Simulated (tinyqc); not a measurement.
Temperature and segregation coefficient: dopant redistribution at a moving silicon-oxide interface during parabolic oxidation. Computed by tinyqc, a small Python program. Command: `OMP_NUM_THREADS=1 python tinyqc.py 3018278 3018279 out.jsonl segox walk`. One thread of a shared host (Intel(R) Xeon(R) Processor @ 2.30GHz), about 0.01 s of CPU time with the checks.

Uniformly doped silicon is oxidised with x_ox = sqrt(B t); the interface advances into the silicon by alpha x_ox, alpha = 0.44. The dopant does not move in the oxide, and at the interface C(silicon) = m C(oxide).

Inputs (values chosen for the exercise, modelled on antimony in silicon under steam): dopant prefactor D0 = 4.45 cm^2/s; dopant activation energy E = 3.86 eV; oxidation prefactor B0 = 376 um^2/h; oxidation activation energy E_B = 0.777 eV; segregation coefficient m = C(silicon)/C(oxide) = 6.6.

Constants: k_B = 8.617333262e-05 eV/K.

Method:
- D = D0 exp(-E/(k_B T)), converted with 1 cm^2/s = 3.6e11 um^2/h; B = B0 exp(-E_B/(k_B T)); s = alpha sqrt(B/(4 D)), the interface advance over 2 sqrt(D t).
- Temperatures in kelvin are T(C) + 273.15.
- With the dopant diffusivity D and s = alpha x_ox/(2 sqrt(D t)), in the silicon C = C_B + (C_s - C_B) erfc(y/(2 sqrt(D t)))/erfc(s), y from the original surface. Dopant balance at the interface gives C_s/C_B = 1/[1 + (1/(m alpha) - 1) g], g = sqrt(pi) s exp(s^2) erfc(s).

C_s/C_B:
```
T (C)       s  this m  m = 0.2  m = 1/alpha  m = 10
850    27.840  2.9004  0.08805            1  4.3904
900    14.121  2.8903  0.08820            1  4.3631
950     7.571  2.8577  0.08869            1  4.2764
1000    4.263  2.7695  0.09010            1  4.0489
1050    2.507  2.5816  0.09360            1  3.5978
1100    1.532  2.2903  0.10096            1  2.9760
1150    0.970  1.9658  0.11408            1  2.3755
1200    0.633  1.6864  0.13452            1  1.9220
```

What follows from these numbers?

s falls from 27.8 to 0.633 as T rises, because diffusion has the larger activation energy (3.86 against 0.777 eV); the ratio for this m moves from 2.900 to 1.686, towards 1. At m = 1/alpha the oxide takes exactly what the silicon held, and nothing moves. The ratio does not depend on time, since both lengths grow as sqrt(t).
